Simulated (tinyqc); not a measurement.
# Field from the level spacing

Inverse problem. In a triangular well E_k = a_k (C F^2/mz1)^(1/3), a_1 = 2.338107, a_2 = 4.087949, C = hbar^2/(2 m0), F in eV/nm (1 MV/cm = 0.1 eV/nm). Find F, E_1, the mean distance 2 E_1/(3 F) of the lowest level and the sheet charge eps0 eps_r F/q behind such a field.

Values chosen for this exercise:

| symbol | value | unit | meaning |
|---|---|---|---|
| eps_r | 11.8 |  | relative permittivity |
| mz1 | 0.913 | m0 | mass along z of valley set A (2 valley(s)) |

Constants: q = 1.602176634e-19 C, hbar = 1.054571817e-34 J s, m0 = 9.1093837015e-31 kg, eps0 = 8.8541878128e-14 F/cm where lengths are in cm, hbar^2/(2 m0) = 0.0380998212 eV nm^2. Results are converted to the units shown.

spacing of the two lowest levels = 145.19115 meV

Solution. The spacing over a_2 - a_1 is the energy scale (C F^2/mz1)^(1/3), which gives F.

F = 1.17 MV/cm
E_1 = 194 meV
mean distance = 1.11 nm
sheet charge over q = 7.63e12 cm^-2

tinyqc, about 1 s, one thread, Intel Xeon 2.30GHz (shared host): `OMP_NUM_THREADS=1 python tinyqc.py 2160147 2160148 out.jsonl`
